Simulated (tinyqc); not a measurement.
Inside a calculation. Method: extended Hueckel theory, for H6+. The parameters take no account of the charge, which enters only through the electron count. One step of it, computed by the program tinyqc.

Task: Mulliken analysis. P = C n C^T; charge = valence electrons (H 1) minus the sum of (P S)_ii on the atom; overlap population = 2 sum P_ij S_ij between two atoms.

coefficients, order 1H 1s, 2H 1s, 3H 1s, 4H 1s, 5H 1s, 6H 1s:
```
[[0.193184, -0.371126, 0.468820, 0.617663, -0.669780, 0.438917],
 [0.288659, -0.395612, 0.211358, -0.382392, 0.843318, -0.778394],
 [0.356608, -0.140978, -0.424414, -0.552600, -0.319143, 1.027982],
 [0.356399, 0.141186, -0.424799, 0.552796, -0.320631, -1.026783],
 [0.288166, 0.396213, 0.211143, 0.382257, 0.844696, 0.776159],
 [0.192838, 0.371675, 0.468398, -0.617353, -0.670881, -0.437703]]
```

occupations: [2.000000, 2.000000, 1.000000, 0.000000, 0.000000, 0.000000]

overlap S, order 1H 1s, 2H 1s, 3H 1s, 4H 1s, 5H 1s, 6H 1s:
```
[[1.000000, 0.525398, 0.104865, 0.020360, 0.002319, 0.000302],
 [0.525398, 1.000000, 0.423093, 0.104865, 0.014651, 0.002319],
 [0.104865, 0.423093, 1.000000, 0.525398, 0.104686, 0.020321],
 [0.020360, 0.104865, 0.525398, 1.000000, 0.422534, 0.104686],
 [0.002319, 0.014651, 0.104686, 0.422534, 1.000000, 0.525398],
 [0.000302, 0.002319, 0.020321, 0.104686, 0.525398, 1.000000]]
```

Give: charges; Overlap populations.

Result:

charges: [0.1642, 0.1156, 0.2205, 0.2205, 0.1154, 0.1639]

Overlap populations:
```
pair      value
2-1    0.529876
3-1    0.009113
3-2    0.192692
4-1   -0.006770
4-2    0.000894
4-3    0.414720
5-1   -0.000389
5-2   -0.003003
5-3    0.000879
5-4    0.192329
6-1    0.000011
6-2   -0.000388
6-3   -0.006749
6-4    0.009093
6-5    0.530192
```
